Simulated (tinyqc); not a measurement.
Worked calculation: classical Heisenberg spin chain: exact results, Metropolis, heat-bath and over-relaxation steps, and a Monte Carlo run. Computed by tinyqc, a small Python program that keeps every step. Command: `OMP_NUM_THREADS=1 python tinyqc.py 3130377 3130378 out.jsonl heismc walk`. One thread of a shared host (Intel(R) Xeon(R) Processor @ 2.30GHz), about 0.1 s of CPU time with the checks. Intermediate numbers are printed to about 7 digits and carried at full precision; extremes and crossings named in words are read from the listed rows.

E = -J sum_i s_i . s_(i+1) for unit vectors s_i on an open chain; K = J/(k_B T).

Inputs (values chosen for the exercise, for a model chain of large moments): coupling J = -9.6 meV; temperature T = 245 K; moment mu = 5.8 mu_B; length N of the open chain = 24; seed = 3200.

Update: heat bath.

Constants: k_B = 8.617333262e-05 eV/K; mu_B = 5.7883818060e-05 eV/T.

## Exact results

Each bond angle is independent, so u = <s_i . s_(i+1)> = coth K - 1/K, <s_i . s_(i+n)> = u^n, correlation length xi = -1/ln|u|, energy per bond -J u, heat capacity per bond c/k_B = 1 - K^2/sinh^2 K, and for the long chain chi = mu^2 (1 + u)/(3 k_B T (1 - u)) per spin.

K = -0.4547076

u = -0.1495203

xi = 0.5262263 sites

energy per bond = -1.435395 meV

heat capacity = 0.06616062 k_B/bond

chi over the Curie value = 0.7398562

chi = 0.02274575 mu_B/T per spin

For |K| << 1, u = K/3 = -0.1516.

## Finite chain

For N spins, <|sum s|^2>/N = (1 + u)/(1 - u) - 2 u (1 - u^N)/(N (1 - u)^2); the long chain has (1 + u)/(1 - u), chi over the Curie value, and the difference is relative to it.

<|sum s|^2>/N = 0.7492856

difference from the long chain = 1.274496 %

## Four single-spin steps

four neighbouring spins (rows; components x, y, z):
$$\begin{pmatrix}
-0.6171 & -0.5724 & 0.5399 \\
-0.1856 & -0.6258 & 0.7576 \\
-0.0355 & 0.8032 & 0.5946 \\
-0.5212 & -0.8053 & -0.2826
\end{pmatrix}$$

random numbers, one row a step:
$$\begin{pmatrix}
0.0107 & 0.5066 & 0.8926 \\
0.9361 & 0.0280 & 0.5681 \\
0.2493 & 0.9303 & 0.7004 \\
0.0236 & 0.1379 & 0.1114
\end{pmatrix}$$

The given spins are first normalised. Spins 2 and 3 are updated in turn, with h = K (sum of the two neighbours). Heat bath: cos(theta) = 1 + ln(1 - r1 (1 - exp(-2 |h|)))/|h| about n = h/|h|, azimuth 2 pi r2 = phi in the frame a = n x z/|n x z|, b = n x a: s = n cos(theta) + sin(theta)(a cos(phi) + b sin(phi)); r1, r2 are the first two numbers of the row.

Steps:
```
spin        |h|  h . s before  h . s after       move           x           y           z
2     0.6043245    -0.3802241    0.5967912  heat bath   0.5426127  -0.0250898  -0.8396082
3     0.6348568     0.6070467   -0.4833611  heat bath   0.6474259  -0.3451931  -0.6794714
2     0.4222666    -0.0712263    0.2689273  heat bath   0.6786714   0.6032340   0.4189437
3     0.1319567    -0.0359491    0.1264674  heat bath  -0.3114757   0.7003158  -0.6422933
```

## A run and its error bars

From the ordered state (alternating for J < 0), with each spin drawn from exp(h . s), h = K x sum of neighbours, 200 sweeps are discarded and 1600 recorded (even and odd sites in turn; random numbers not printed, so these rows are one sample). Errors are the scatter of block means over sqrt(number of blocks).

Blocking:
```
block length  mean bond product        error  <|sum s|^2>/N       error
1                    -0.1512322  0.002975187      0.7390645  0.01500523
4                    -0.1512322  0.003145720      0.7390645  0.01516438
16                   -0.1512322  0.003117969      0.7390645  0.01506515
40                   -0.1512322  0.003173704      0.7390645  0.01252261
80                   -0.1512322  0.003130601      0.7390645  0.01598211
```

With blocks of 40 the bond product is 0.5 error bars from the exact u = -0.1495, and <|sum s|^2>/N is 0.8 from the exact 0.749. Blocking to 40 changes the two errors by factors 1.1 and 0.8. An error still rises at blocks of 80, so the bars may be too small.

Checks made by the program: c against a difference of the energy (relative difference 2e-09).
